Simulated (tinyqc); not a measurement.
Comparisons within one model: Kane-Mele model of a buckled honeycomb layer in a normal field. A value that a table varies takes the place of the one given here.

Sublattices A and B lie at +/-b, so the field gives them the energies +/-D, D = e b Ez (in eV for b in angstrom and Ez in V/angstrom); 2 lam is the gap at zero field. Near the valleys tau = +/-1, for spin sz = +/-1: H = hbar v (tau qx sx + qy sy) + m sz_AB with m = D - tau sz lam, hbar v = (sqrt3/2) a t. On the lattice the spin-orbit term is the second-neighbour hopping i (lam/3 sqrt3) nu sz, nu = +/-1 by the sense of the turn. The filled band of one cone contributes tau sign(m)/2 to the Chern number, in the sense Omega = curl of i<u|grad u>. Rashba terms are left out.

Zigzag ribbon of N chains, sites A1, B1, A2, ...; k in 1/a. Bonds -2t cos(k/2) (A_n to B_n) and -t (B_n to A_(n+1)); diagonal +/-(D + 2 l2 sz sin k) on A and B; A_n to A_(n+1): -2 l2 sz sin(k/2), B_n to B_(n+1): the opposite; l2 = lam/(3 sqrt3).

Constants: kB = 8.617333262e-05 eV/K; hbar^2/2m0 = 3.80998211 eV angstrom^2.

Values chosen for the exercise (of the size used for silicene; shifted at random, so the results belong to these values and not to a real crystal): a = 3.84 angstrom (lattice constant); t = 1.44 eV (hopping); lam = 0.0054 eV (spin-orbit half gap); b = 0.23 angstrom (half the buckling height); Ez = 0.054 V/angstrom (normal field at the atoms, after screening; 0.01 is 1 MV/cm, and gates reach some 0.05); N = 16 (chains).

## Edge bands of a zigzag ribbon

The two middle levels for each spin, and the weight of the upper one on the half of the ribbon that holds A1.

Middle levels (meV):
```
k/pi  up, lower  up, upper  up, weight  down, lower  down, upper  down, weight
0.6    -340.544    340.544        0.51     -340.162      340.162          0.50
0.7     -63.282     63.282        0.61      -61.298       61.298          0.55
0.8     -16.090     16.090        1.00       -8.764        8.764          1.00
0.9     -14.347     14.347        1.00      -10.493       10.493          1.00
1.0     -12.420     12.420        1.00      -12.420       12.420          1.00
1.1     -10.493     10.493        1.00      -14.347       14.347          1.00
1.2      -8.764      8.764        1.00      -16.090       16.090          1.00
1.3     -61.298     61.298        0.55      -63.282       63.282          0.61
1.4    -340.162    340.162        0.50     -340.544      340.544          0.51
```

What does this show, and why?

From k/pi = 0.8 to 1.2 the upper level stays on one edge and the spacing of the pair is at least 17.53 meV. D > lam, so the edge bands need not cross: each leaves and rejoins the same bulk band. At k = pi the levels are -12.420 and 12.420 meV, with D = 12.420 meV and lam = 5.4 meV.

## Closing and reopening the gap

Ez = f lam/b. Gap 2 |D - lam|, second gap 2 (D + lam), Z2 index, and the temperature at which kB T equals the gap.

Against field:
```
f     Ez (V/angstrom)  gap (meV)  second gap (meV)  Z2  gap/kB (K)
0.00                0     10.800            10.800   1       125.3
0.25          0.00587      8.100            13.500   1        94.0
0.50           0.0117      5.400            16.200   1        62.7
0.75           0.0176      2.700            18.900   1        31.3
0.90           0.0211      1.080            20.520   1        12.5
1.10           0.0258      1.080            22.680   0        12.5
1.50           0.0352      5.400            27.000   0        62.7
2.00           0.0470     10.800            32.400   0       125.3
3.00           0.0704     21.600            43.200   0       250.7
```

What does this show?

The gap closes at Ez = 0.02348 V/angstrom, 2.35 MV/cm at the atoms (the applied field must be larger by the screening), and is back at its zero-field size at twice that. At zero field it is 10.8 meV, below kB T at 300 K (25.9 meV).

## What each parameter does

Smaller and larger gap, hbar v, and the mass 2c|m|/(hbar v)^2 at the smaller gap, c = hbar^2/2m0. Each row changes one parameter from the base and keeps the others.

Results:
```
case                    smaller gap (meV)  larger gap (meV)  hbar v (eV angstrom)  mass (m0)
base                               14.040            35.640                4.7888    0.00233
a = 4.224 angstrom                 14.040            35.640                5.2677    0.00193
t = 1.584 eV                       14.040            35.640                5.2677    0.00193
lam = 0.00594 eV                   12.960            36.720                4.7888    0.00215
Ez = 0.0594 V/angstrom             16.524            38.124                4.7888    0.00275
```

What can be read from the table?

The largest shifts from the base row, up to three for each result and ties (the steps differ in size, so this ranks the rows, not the parameters). smaller gap (meV): Ez +2.484, lam -1.080; unchanged at the printed digits by a and t. larger gap (meV): Ez +2.484, lam +1.080; unchanged at the printed digits by a and t. hbar v (eV angstrom): a +0.4789, t +0.4789; unchanged at the printed digits by lam and Ez. mass (m0): Ez +0.00041, a -0.00040, t -0.00040.

Computed by tinyqc, a small Python program: `OMP_NUM_THREADS=1 python tinyqc.py 1482338 1482339 out.jsonl` (the numbers bound the seed that draws the inputs); one thread of a shared host (Intel(R) Xeon(R) Processor @ 2.30GHz), about 0.01 s for the whole set of steps.
